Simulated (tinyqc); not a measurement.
Interface traps by the conductance method, a continuum of levels: two steps of the calculation.

MOS capacitor on an n-type substrate; psi is the band bending, negative in depletion; only majority carriers are counted. The traps exchange electrons with the conduction band; their admittance lies in parallel with Cd, and that pair in series with Cox and Rs. w = 2 pi f.

Inputs (values chosen for the exercise); band and dielectric values close to those of silicon:
- T = 300 K (temperature)
- eps_r = 11.9 (relative permittivity)
- Nd = 4.5e16 cm^-3 (donor density)
- EOT = 2.4 nm (equivalent oxide thickness)
- ps = -0.308 V (band bending psi)
- sn = 3e-16 cm^2 (capture cross-section for electrons)
- vth = 2.2e7 cm/s (thermal velocity)
- Dit = 1.7e11 cm^-2 eV^-1 (interface trap density)

Constants: q = 1.602176634e-19 C, kB = 1.380649e-23 J/K, Vt = kB T/q, eps0 = 8.8541878128e-14 F/cm where lengths are in cm. Results are converted to the units shown.

Question 1. Capacitances and time constant. Cox = 3.9 eps0/EOT, LD = sqrt(eps0 eps_r Vt/(q Nd)), u = psi/Vt, Cd = (eps0 eps_r/(sqrt(2) LD)) |exp(u) - 1|/sqrt(exp(u) - u - 1); ns = Nd exp(u); tau = 1/(sn vth ns), Cit = q Dit (Dit per eV).

Give: Cox; Cd; ns; tau; Cit.

Answer 1.

Cox = 1439 nF/cm^2
Cd = 116.0 nF/cm^2
ns = 3.013e11 cm^-3
tau = 5.028e-4 s
Cit = 27.24 nF/cm^2

Question 2. Extraction from the readings. Ignoring Rs: Gp/w = w Cox^2 Gm/[Gm^2 + w^2 (Cox - Cm)^2].

Cox = 1438.8055 nF/cm^2
Cm = 116.02782 nF/cm^2
Gm/w = 8.5155442 nF/cm^2

Wanted: extracted Gp/w.

Answer 2.

extracted Gp/w = 10.07 nF/cm^2

Program tinyqc, `OMP_NUM_THREADS=1 python tinyqc.py 2030170 2030171 out.jsonl`; Intel Xeon 2.30GHz, shared host, one thread, about 0.02 s.
